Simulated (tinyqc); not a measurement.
# Worked calculation: surface potential of a MOS transistor: implicit equation and explicit approximations

tinyqc, about 0.01 s, one thread, Intel Xeon 2.30GHz (shared host): `OMP_NUM_THREADS=1 python tinyqc.py 2122182 2122183 out.jsonl` Printed values are rounded.

p-type body, charge-sheet picture, depletion and inversion only, full ionisation (an idealisation for deep acceptors), Boltzmann statistics (rough once Na exp(x - xn) passes about Nc/7). In units of Vt: xg = (Vg - Vfb)/Vt, x = psi/Vt, G = gamma/sqrt(Vt), xn = (2 phiF + Vc)/Vt. The implicit equation is (xg - x)^2 = G^2 [x - 1 + exp(x - xn)] for x above about 3. Cox = eps0 eox/tox.

Inputs (values chosen for the exercise); band and dielectric values close to those of silicon:
- T = 350 K (temperature)
- Eg = 1.13 eV (band gap)
- eps_r = 11.8 (relative permittivity)
- Nc = 3.49e19 cm^-3 (conduction-band density of states at T)
- Nv = 3.35e19 cm^-3 (valence-band density of states at T)
- eox = 7.59 (relative permittivity of the gate insulator (close to silicon nitride))
- tox = 7 nm (insulator thickness)
- Na = 4.4e17 cm^-3 (acceptor density)
- Vfb = -0.88 V (flat-band voltage)
- Vc = 0.5 V (channel-body voltage)
- Vg = 0.91 V (gate-body voltage)

Constants: q = 1.602176634e-19 C, kB = 1.380649e-23 J/K, Vt = kB T/q, eps0 = 8.8541878128e-14 F/cm where lengths are in cm. Results are converted to the units shown.

## Scales

ni = sqrt(Nc Nv) exp(-Eg/(2 Vt)), Eg in volts; phiF = Vt ln(Na/ni); gamma = sqrt(2 q eps0 eps_r Na)/Cox; VT = Vfb + Vt (xn + G sqrt(xn - 1)).

phiF = 0.433711 V
gamma = 0.399779 V^0.5
G = 2.30197
xn = 45.3379
VT = 0.949725 V
xg = 59.3488

## Explicit approximation

Depletion value a = 1 + [sqrt(G^2/4 + xg - 1) - G/2]^2; inversion value b = xn + ln[(xg - xn)^2/G^2 - xn + 1] and first guess y = min(a, b) - ln(1 + exp(-|a - b|)) if a > xn + 1, else b = y = a; one second-order correction with D = exp(y - xn), p = 2 (xg - y) + G^2 (1 + D), w = (xg - y)^2 - G^2 (y - 1 + D): z = y + 2 w/(p + sqrt(p^2 - 2 (2 - G^2 D) w)), or the Newton step z = y + w/p where the root is not real.

a = 44.2160
b = 44.2160
y = 44.2160
p = 37.2904
w = -1.72561
z = 44.1697

The root of the implicit equation is x = 44.1697; y misses it by 0.046 and z by -7.5e-7, in units of Vt.

## Starting value

x = a rounded to two decimals.

x at the start = 44.22

## Iteration 1: new x

D = exp(x - xn), f = (xg - x)^2 - G^2 (x - 1 + D), f' = -2 (xg - x) - G^2 (1 + D), x(new) = x - f/f'.

D = 0.326964
f = -1.87626
f' = -37.2893
x after iteration 1 = 44.1697

## Iteration 2: new x

As before.

D = 0.310919
f = 3.74824e-4
f' = -37.3049
x after iteration 2 = 44.1697

## Course of the iteration

Stop when the step is below 1e-11, or after 60 iterations.

Course of the iteration:
```
iteration  x before the step      step
1                      44.22   -0.0503
2                    44.1697   1.00e-5
3                    44.1697  4.76e-13
```

Converged in 3 iterations.

## Potential, charges and gate control

converged x = 44.1697

psi = Vt x; N_dep = Cox Vt G sqrt(x - 1)/q; N_inv = (Cox Vt G/q) [sqrt(x - 1 + exp(x - xn)) - sqrt(x - 1)]; dpsi/dVg = 1/[1 + G^2 (1 + exp(x - xn))/(2 (xg - x))].

psi = 1.33219 V
N_dep = 2.73345e12 cm^-2
N_inv = 9.8260e9 cm^-2
dpsi/dVg = 0.813787

psi lies 1.2 Vt below 2 phiF + Vc.
